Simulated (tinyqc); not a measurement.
Inside a calculation: propagation of a band-gap error through k.p and effective-mass formulas. Values are carried at full precision from step to step, so a last printed digit may differ when a step is redone from the rounded ones.

Chain, for a gap E (the reference Eg or another value), with Ep and Dso kept: 1/me = 1 + Ep (E + 2 Dso/3)/(E (E + Dso)); g* = 2 - 2 Ep Dso/(3 E (E + Dso)); g1(E) = g1 + (Ep/3)(1/E - 1/Eg), g2(E) = g2 + (Ep/6)(1/E - 1/Eg), light hole 1/(g1 + 2 g2), heavy hole 1/(g1 - 2 g2) along [100]; optical constant ei(E) = 1 + (ei - 1)(EP/(EP + E - Eg))^2, static e0(E) = ei(E) + e0 - ei.

Constants: Ry = 13.60569312 eV; a0 (Bohr radius) = 0.5291772105 angstrom; kB = 8.617333262e-05 eV/K; hbar^2/2m0 = 3.80998211 eV angstrom^2.

Parameters, chosen for this exercise (reference values near those of GaAs, gap at low temperature; shifted at random, so the results belong to these values and not to a real crystal):
- Eg = 1.526 eV (gap at Gamma to the s-like level)
- Dso = 0.342 eV (spin-orbit splitting)
- Ep = 25.2 eV (Kane energy)
- g1 = 7 (Luttinger gamma1)
- g2 = 2.05 (gamma2)
- e0 = 12.78 (static dielectric constant)
- ei = 10.99 (optical dielectric constant)
- EP = 5.22 eV (mean (Penn) gap)
- Eg2 = 0.519 eV (a wrong gap, of the size a semi-local functional can give)
- mh = 0.41 m0 (density-of-states mass of the holes)
- T = 77 K (temperature)
- k = 0.022 1/angstrom (wave vector)

## Masses, g factor and screening for both gaps

Evaluate the chain at Eg and at Eg2.

Band values at the two gaps:

| quantity | at Eg | at Eg2 | ratio |
|---|---|---|---|
| me | 0.06058 | 0.02319 | 0.383 |
| g* | -0.01560 | -10.86 | - |
| g1 | 7.000 | 17.68 | 2.526 |
| g2 | 2.050 | 7.390 | 3.605 |
| light hole | 0.09009 | 0.03081 | 0.342 |
| heavy hole | 0.3448 | 0.3448 | 1.000 |
| ei | 10.99 | 16.34 | 1.486 |
| e0 | 12.78 | 18.13 | 1.418 |

The gap is off by a factor of 0.34; the electron mass follows with 0.38 and the light hole with 0.34, while the heavy hole, which does not couple to the conduction level, keeps its value. The optical constant changes less, by +49 %, as it answers to the mean gap, which shifts by the same -1.01 eV on a base of 5.22 eV. g* moves by -10.84; near zero it is a difference of larger terms, and remote bands, left out here, shift it by tenths.

## Binding energies and densities for both gaps

Donor: R = Ry me/e0^2, a_B = a0 e0/me, Mott density (0.26/a_B)^3. Nc, Nv = 2 (m kT/(4 pi c))^(3/2), c = hbar^2/2m0, ni = sqrt(Nc Nv) exp(-E/2kT). Exciton: Ry mu/e0^2 with 1/mu = 1/me + g1(E). 1 angstrom^-3 = 1e24 cm^-3.

Use the values of the table.

Results:

| quantity | at Eg | at Eg2 | ratio |
|---|---|---|---|
| R (meV) | 5.047 | 0.9602 | 0.190 |
| a_B (angstrom) | 111.6 | 413.7 | 3.71 |
| Mott density (cm^-3) | 1.264e+16 | 2.483e+14 | 0.0196 |
| Nc (cm^-3) | 4.866e+16 | 1.152e+16 | 0.237 |
| ni (cm^-3) | 2.346e-33 | 1.029 | 4.39e+32 |
| exciton (meV) | 3.544 | 0.6810 | 0.192 |

Power laws carry the error on: the donor energy (me/e0^2) by a factor of 0.190, the Mott density (cube of me/e0) by 0.0196. ni, with its exponential, changes by a factor of 4.39e+32, that is 32.6 decades.

## A scissor shift and what it does not mend

A rigid shift D = Eg - Eg2 of the conduction band restores the gap but leaves the curvature, so the mass stays me(Eg2); redoing the sum 1/m = 1 + Ep (E + 2 Dso/3)/(E (E + Dso)) with E = Eg and the same Ep gives another mass. For optics, eps2 at the edge goes as |p|^2/E^2: a rigid shift keeps the dipole elements p/E, while shifting the energies under unchanged p scales eps2 by (Eg2/Eg)^2.

shift D = 1.007 eV
mass under a rigid shift = 0.0232 m0
mass from the sum with the corrected gap = 0.0606 m0
factor on eps2 if p is left unscaled = 0.116

The rigid shift leaves the mass off by a factor of 0.38. The mass from the corrected gap is the reference me(Eg) here, because the exercise keeps Ep fixed; a real correction of the gap depends on k and changes Ep as well.

## Far from the edge the relative error shrinks

Two-level dispersion E(k) = sqrt(E^2/4 + Ep c k^2) - E/2 at k/4, k, 4k for both gaps, c = hbar^2/2m0.

Energies above the edge:

| k (1/angstrom) | at Eg (eV) | at Eg2 (eV) | ratio |
|---|---|---|---|
| 0.00550 | 0.0019 | 0.0055 | 2.913 |
| 0.02200 | 0.0299 | 0.0779 | 2.607 |
| 0.08800 | 0.3884 | 0.6410 | 1.650 |

The ratio tends to Eg/Eg2 = 2.94 at k = 0 and goes from 2.913 to 1.650: at large k both curves approach the same slope sqrt(Ep c), while their distance in eV grows towards |Eg - Eg2|/2.

## Checks

- Chain at E = Eg against the inputs g1, g2, ei, e0: they agree to 1e-10 or better.

tinyqc: `OMP_NUM_THREADS=1 python tinyqc.py 1850272 1850273 out.jsonl`; about 0.01 s, one thread, shared Intel(R) Xeon(R) Processor @ 2.30GHz.
